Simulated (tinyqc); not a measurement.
# Changing the pair cut-off c/a

Model: Finnis-Sinclair potential for a bcc metal: fit to cohesion and elasticity, then vacancy, surfaces and structure. Computed by tinyqc, a small Python program. Command: `OMP_NUM_THREADS=1 python tinyqc.py 3110474 3110475 out.jsonl fsfit sweep`. One thread of a shared host (Intel(R) Xeon(R) Processor @ 2.30GHz), about 0.02 s of CPU time with the checks.

E = (1/2) sum V(r) - A sqrt(rho), rho = sum phi(r), phi = (r - d)^2 for r < d, V = (r - c)^2 (c0 + c1 r + c2 r^2) for r < c. In bcc the 8 first neighbours lie at sqrt(3) a/2 and the 6 second at a; both cut-offs lie below the third shell; Omega = a^3/2; E is per atom and z the number of atoms in a shell. The four constants A, c0, c1, c2 are fitted to E_c, zero pressure, B and C12 - C44 alone, so C44 and C11 - C12 are not matched singly; defects are unrelaxed.

Inputs (values chosen for the exercise, modelled on niobium):

| quantity | value | unit |
|---|---|---|
| lattice constant a | 3.3 | angstrom |
| cohesive energy E_c | 7.66 | eV |
| target C11 | 246 | GPa |
| target C12 | 135 | GPa |
| target C44 | 28.9 | GPa |
| density cut-off d/a | 1.209 | - |

Constants: 1 eV/angstrom^3 = 160.2176634 GPa; 1 eV/angstrom^2 = 16.02176634 J/m^2.

Method:
- rho = sum z phi, rho1 = sum z r phi', rho2 = sum z r^2 phi''. At zero pressure the effective pair part V + 2 F' phi obeys C12 = C44, so C12 - C44 = F'' (rho1/3)^2/Omega with F'' = A/(4 rho^(3/2)); this gives A.
- With v_k = (r - c)^2 r^k the rows are (1/2) sum z v_k, (1/2) sum z r v_k' and (1/2) sum z r^2 v_k''. With rho1 = sum z r phi' and rho2 = sum z r^2 phi'' the right-hand sides are: -E_c + A sqrt(rho) (cohesion); A rho1/(2 sqrt(rho)) (zero pressure); 9 B Omega + A [rho2/(2 sqrt(rho)) - rho1^2/(4 rho^(3/2))] with B = (C11 + 2 C12)/3.
- Solve the three equations.
- Second differences of E with strains of 1e-4: e_xx gives C11, (e_xx, e_yy) = (1, -1) gives 2 (C11 - C12), an engineering shear gives C44. B and C12 - C44 are fitted; the one combination left tests the choice of d.
- E_v = -A sum_shells z [sqrt(rho - phi(r)) - sqrt(rho)] - (1/2) sum z V(r): the neighbours lose one bond each, and the atom is put back in the bulk.
- An atom in layer i below the surface keeps only neighbours no higher than the top layer; gamma = sum_i (E_i + E_c)/(area per surface atom), with layer spacings a/2, a/sqrt2 and areas a^2, a^2/sqrt2 for (100) and (110).

One run for each value:

| pair cut-off c/a | error of C44 (%) | vacancy energy E_v (eV) | gamma(100) (J/m^2) |
|---|---|---|---|
| 1.11 | 20.48 | 1.908 | 1.639 |
| 1.16 | -1.75 | 1.908 | 1.637 |
| 1.20 | 9.85 | 1.908 | 1.638 |
| 1.24 | 27.47 | 1.908 | 1.640 |
| 1.29 | 47.67 | 1.908 | 1.643 |
| 1.38 | 72.49 | 1.908 | 1.646 |

Give the missing row, pair cut-off c/a = 1.33.

Computed row:
```
pair cut-off c/a  error of C44 (%)  vacancy energy E_v (eV)  gamma(100) (J/m^2)
1.33                         60.49                    1.908               1.644
```

Interpolating between the two neighbouring rows (linearly) misses most in error of C44 (%), by 3.0 %. Over the rows, error of C44 (%) goes from 20.5 through a minimum among these rows, -1.75 at 1.16, to 72.5; vacancy energy E_v (eV) does not change; gamma(100) (J/m^2) goes from 1.64 through a minimum among these rows, 1.64 at 1.16, to 1.65.  Left out: 1.02, 1.06 (the fit is far from the shear constants).

Extremes, crossings and ranges named in words are read from the listed rows.
